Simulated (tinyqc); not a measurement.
Inside a calculation. Model: capillary instabilities by surface diffusion: grooving and agglomeration of films, edge retraction, wire break-up and smoothing of roughness. Computed by tinyqc, a small Python program that keeps every step. Command: `OMP_NUM_THREADS=1 python tinyqc.py 3008128 3008129 out.jsonl dewet walk`. One thread of a shared host (Intel(R) Xeon(R) Processor @ 2.30GHz), about 0.01 s of CPU time with the checks. Intermediate numbers are printed to about 5 digits and carried at full precision; extremes and crossings named in words are read from the listed rows.

Isotropic surface energy; shapes change by surface diffusion alone.

Inputs (values chosen for the exercise, of the order of those of silicon on oxide):
```
quantity                                value        unit
surface energy gamma_s                   1.48       J/m^2
grain-boundary energy gamma_b            0.49       J/m^2
interface energy gamma_i                 0.85       J/m^2
contact angle on the substrate theta      100     degrees
atomic volume Omega                        20  angstrom^3
surface sites nu                           11      1/nm^2
prefactor D0                          3.9e-05       m^2/s
activation energy Q                       2.4          eV
temperature T                            1008           K
time t                                    160           s
film thickness h                          3.9          nm
grain radius R                            100          nm
wire radius r                              22          nm
initial ripple over radius               0.02           -
roughness wavelength lambda                10          nm
```

Grooves: at the surface and the interface.

Constants: k_B = 8.617333262e-05 eV/K; k_B = 1.380649e-23 J/K.

## The Mullins constant

B = D_s nu gamma_s Omega^2/(k_B T), D_s = D0 exp(-Q/(k_B T)).

D_s = 3.9047e-17 m^2/s

B = 18.271 nm^4/s

length (B t)^(1/4) = 7.3531 nm

Lengths grow as t^(1/4): doubling one takes 16 times as long, or roughly 120 K more.

## Will grooves cut through?

Groove angle beta: sin(beta) = gamma_b/(2 gamma). For circular grains of radius R with spherical caps the groove ends (measured from the mean surface) at the depth R g(beta), g = (2 - 3 cos beta + cos^3 beta)/(3 sin^3 beta). The film parts if R [g(beta_s) + g(beta_i)] > h.

beta_s = 9.5286 degrees

beta_i = 16.752 degrees

sum of g = 0.11592

critical R/h = 8.6265

final depth over h = 2.9724

Given enough time, the grooves reach through: holes open at boundaries and, earlier, at triple junctions.

## Groove growth in time

Mullins' isolated groove: depth below the flat surface d = 0.780 m (B t)^(1/4), m = tan(beta_s), width between the ridges 4.6 (B t)^(1/4); time to reach h: (h/(0.780 m))^4/B.

groove depth = 0.96273 nm

groove width = 33.824 nm

time to reach the substrate = 43089 s

## Retraction of a straight edge

A rim shaped as a circular segment with contact angle theta holds the area h x; its radius r obeys r^2 (theta - sin theta cos theta) = h x. To advance, the edge must carry a strip of the rim height H = r (1 - cos theta) over the rim, driven by the curvature 1/r over the distance r theta (the scaling argument of Brandon and Bradshaw): H dx/dt = B/(theta r^2) gives x^(5/2) = (5/2) B t c^(3/2)/(theta (1 - cos theta) h^(3/2)), c = theta - sin theta cos theta.

retraction x = 17.211 nm

rim height H = 6.9461 nm

present speed = 0.043028 nm/s

The rim is 1.8 times the film thickness. x goes as t^(2/5) h^(-3/5): thin films retract faster.

## Break-up of a free wire

A wire with r + A cos(k z) has dA/dt = (B/r^4) (kr)^2 [1 - (kr)^2] A: unstable for wavelengths above 2 pi r, fastest at kr = 1/sqrt 2 with the rate B/(4 r^4); break-up time about (4 r^4/B) ln(r/A0); each wavelength makes a sphere of radius (3 r^2 lambda_m/4)^(1/3).

fastest wavelength = 195.49 nm

break-up time = 2.0063e+05 s

radius of the spheres = 41.401 nm

t over the break-up time = 7.9750e-04

The wire survives t. Caution: faceting can stabilise wires along low-index directions.

## Smoothing against break-up

Roughness of wavelength lambda on a flat face decays as exp[-B (2 pi/lambda)^4 t]; the smoothing time is that for a factor e^3.

Times (s); the last column is (h/(0.780 tan beta_s))^4/B:
```
T (K)  B (nm^4/s)   smoothing  wire break-up  groove to depth h
857    1.6519e-01  1.1652e+02     2.2191e+07         4.7659e+06
907    9.3627e-01  2.0559e+01     3.9152e+06         8.4086e+05
958    4.5455e+00  4.2347e+00     8.0644e+05         1.7320e+05
1008   1.8271e+01  1.0535e+00     2.0063e+05         4.3089e+04
1058   6.4242e+01  2.9963e-01     5.7060e+04         1.2255e+04
1109   2.0565e+02  9.3601e-02     1.7825e+04         3.8283e+03
1210   1.5334e+03  1.2553e-02     2.3905e+03         5.1342e+02
```

All times share 1/B, so their ratios do not depend on T: break-up over smoothing is 190000. An anneal can smooth this roughness well before the wire breaks. Smoothing is safe for lambda well below 2 pi r, above which a ripple along the wire grows instead. B spans 4.0 decades over these rows.

Checks made by the program: g against the volume of a spherical cap (relative difference below 1e-10).
